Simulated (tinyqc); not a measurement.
Thermionic emission over a Gaussian spread of barriers: two steps of the calculation.

Metal on an n-type semiconductor with one parabolic valley; V > 0 is forward bias (metal positive). Patches of barrier height b are spread as a Gaussian with mean phi - r2 V and variance sg^2 + r3 V; each carries A* T^2 exp(-b/Vt) [exp(V/Vt) - 1].

Parameters, values chosen for the exercise; band and dielectric values close to those of indium phosphide:
- T = 300 K (temperature)
- me = 0.0805 m0 (electron mass)
- phi = 1.01 eV (barrier height seen from the metal)
- sg = 0.042 eV (standard deviation of the barrier heights)
- r2 = -0.059 (shift of the mean barrier per volt, with its sign reversed (rho2))
- r3 = -0.001 V (change of sg^2 per volt (rho3))
- V = 0.15 V (bias)
- nb = 9 (barrier heights sampled)

Constants: q = 1.602176634e-19 C, kB = 1.380649e-23 J/K, h = 6.62607015e-34 J s, m0 = 9.1093837015e-31 kg, Vt = kB T/q. Results are converted to the units shown.

Problem 1. Apparent barrier, ideality and current. A* = 4 pi q me m0 kB^2/h^3 (times 1e-4 for A/(cm^2 K^2)). The mean of exp(-b/Vt) gives the apparent barrier phi_ap(V) = phi - r2 V - (sg^2 + r3 V)/(2 Vt), J = A* T^2 exp(-phi_ap/Vt) [exp(V/Vt) - 1], and 1/n = 1 + r2 + r3/(2 Vt).

Wanted: A*; phi_ap(0); phi_ap(V); n; J.

Solution 1.

A* = 9.6739 A/(cm^2 K^2)
phi_ap(0) = 0.97588 eV
phi_ap(V) = 0.98763 eV
n = 1.0850
J = 7.3604e-9 A/cm^2

Problem 2. The same mean by Simpson's rule. With mean mu and deviation s at this bias, take nb equally spaced b from mu - s^2/Vt - 3.5 s to mu + s, the Gaussian density g(b) and y = g exp(-(b - mu)/Vt); the integral I of y gives phi_ap = mu - Vt ln I.

Find: b; g; y; I; phi_ap.

Solution 2.

```
point  b (eV)  g (1/eV)  y (1/eV)
0       0.816  2.821e-5   0.07266
1       0.846  9.705e-4    0.7713
2       0.877   0.01883     4.618
3       0.907    0.2062     15.59
4       0.937     1.273     29.70
5       0.968     4.432     31.91
6       0.998     8.704     19.33
7       1.029     9.641     6.606
8       1.059     6.023     1.273
```

I = 3.326
phi_ap = 0.9878 eV

Program tinyqc, `OMP_NUM_THREADS=1 python tinyqc.py 2640032 2640033 out.jsonl`; Intel Xeon 2.30GHz, shared host, one thread, about 0.01 s.
